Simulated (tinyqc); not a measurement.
Inside a calculation. Model: read current of a NAND string, cells in series solved by shooting.

Numbers from tinyqc (`OMP_NUM_THREADS=1 python tinyqc.py 2142277 2142278 out.jsonl`; about 0.8 s on one thread of a shared Intel Xeon 2.30GHz). Printed values are rounded.

Cells in series, numbered from 0 at the source line (0 V) to the bit line, each followed by a gap resistance Rg. A cell with gate Vg, threshold VT, source Vs and drain Vd passes I = 2 nf K Vt^2 [F(Vs) - F(Vd)]/(1 + th max(Vg - VT, 0)), F(V) = ln^2(1 + exp((Vg - VT - nf V)/(2 nf Vt))). The selected cell has Vg = Vr, the others Vg = Vp.

Inputs (values chosen for the exercise); values of the order met in vertical NAND strings: temperature T = 300 K; gain factor of a cell K = 7.4 uA/V^2; slope factor nf = 2.1; mobility reduction factor th = 0.15 1/V; resistance of the gap between cells Rg = 14 kohm; bit-line voltage Vbl = 0.4 V; pass voltage Vp = 7 V; read voltage on the selected word line Vr = 1.31 V.

Constants: q = 1.602176634e-19 C, kB = 1.380649e-23 J/K, Vt = kB T/q. Results are converted to the units shown.

## Step 1: node voltages for a trial current

first trial current = 0.41 uA
thresholds from the source end, cell 0 to 3 (V): -2.4  3.4  3.4  0.4

For a trial current I start at 0 V and, cell by cell (the selected one is cell 3), solve for the drain: sqrt(F(Vd)) = sqrt(F(Vs) - I/k), k = 2 nf K Vt^2/(1 + th max(Vg - VT, 0)), Vd = [Vg - VT - 2 nf Vt ln(exp(sqrt F) - 1)]/nf, then add I Rg.

node voltage after each cell and gap, trial 1, cell 0 to 3 (V): 0.01996761  0.04986028  0.08019318  0.1849366

## Step 2: node voltages for a trial current

second trial current = 0.6 uA

As before.

node voltage after each cell and gap, trial 2, cell 0 to 3 (V): 0.02923630  0.07330019  0.1183433  0.3412705

## Course of the secant iteration

Secant steps on the end voltage less Vbl, from the two trials; a trial above the saturation current of a cell has no solution and is moved halfway to the previous trial. Stop below 1e-9 V.

Course of the iteration:
```
iteration     I (uA)  end voltage - Vbl (V)  halvings
1          0.6356884                 0.0296         1
2          0.6237404                -0.0140         0
3          0.6275752               -3.26e-3         0
4          0.6287401                4.08e-4         0
5          0.6286105               -1.14e-5         0
6          0.6286140               -3.96e-8         0
7          0.6286140               3.85e-12         0
```

Converged in 7 iterations to I = 0.62861 uA. The selected cell takes 66.8 % of the bit-line voltage and the gaps together 8.80 %.
